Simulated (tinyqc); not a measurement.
# Deep-level transient spectroscopy: amplitude against reverse bias

Schottky contact on an n-type layer with shallow donors Nd (all ionised) and a donor-like deep trap, neutral when filled and positive when empty; depletion approximation. Traps within lam of the depletion edge stay filled. A long pulse to Vp fills the traps beyond x1 = Wp - lam; back at Vr those between x1 and x2 = Wr - lam emit. A rate window reads S = C(t2) - C(t1).

lam = sqrt(2 eps0 eps_r (EF - ET)/(q Nd)), EF - ET = Et - (kB T/q) ln(Nc(T)/Nd), Nc(T) = Nc (T/300 K)^1.5. In the steady state at the band bending V, 2 eps0 eps_r V/q = Nd W^2 + Nt (W - lam)^2 (the second term only if W > lam). W(t)^2 = Wr^2 + (Nt/Nd)(x2^2 - x1^2) exp(-en t), C = eps0 eps_r/W; for small Nt, dC/C = -(Nt/2 Nd) G exp(-en t) with G = (x2^2 - x1^2)/Wr^2. Listed at t = 0.

Values chosen for this exercise; material values close to those of 4H silicon carbide: relative permittivity eps_r = 9.85; conduction-band density of states at 300 K Nc = 1.67e19 cm^-3; shallow donor density Nd = 5.9e16 cm^-3; built-in voltage Vbi = 1.21 V; depth of the trap below the conduction edge Et = 0.25 eV; trap density Nt = 6.5e15 cm^-3; reverse bias during the filling pulse Vp = 0.5 V; temperature of the transient T = 176 K.

Constants: q = 1.602176634e-19 C, kB = 1.380649e-23 J/K, eps0 = 8.8541878128e-14 F/cm where lengths are in cm. Results are converted to the units shown.

Amplitude against reverse bias:
```
Vr (V)  Wr (nm)        G  dC(0)/C (%)  2 Nd |dC|/C (cm^-3)
1        196.56  0.15343     -0.83461            9.8484e14
2.1      239.60  0.34467      -1.8462            2.1785e15
3.1      272.77  0.44349      -2.3569            2.7812e15
4.2      305.05  0.51543      -2.7238            3.2140e15
5.3      334.16  0.56644      -2.9814            3.5180e15
6.4      360.90  0.60487      -3.1741            3.7455e15
7.4      383.58  0.63261      -3.3125            3.9088e15
8.5      407.04  0.65758      -3.4366            4.0552e15
```

What does the comparison show, and why?

G rises from 0.153 to 0.658, since lam = 57.1 nm and x1 weigh less in a wider layer. The simple estimate 2 Nd |dC|/C reaches 15.2 % of the true Nt in the first row and 62.4 % in the last. That is below G (65.8 %), since with Nt/Nd = 0.11 dC/C is no longer linear in Nt.

Range of the model: With Nt above a tenth of Nd the edge x2 moves during the transient, which this model holds fixed, and the transient is not a plain exponential.

Computed by the program tinyqc: `OMP_NUM_THREADS=1 python tinyqc.py 2050038 2050039 out.jsonl`, one thread of a shared Intel Xeon 2.30GHz, about 0.01 s for the whole run.
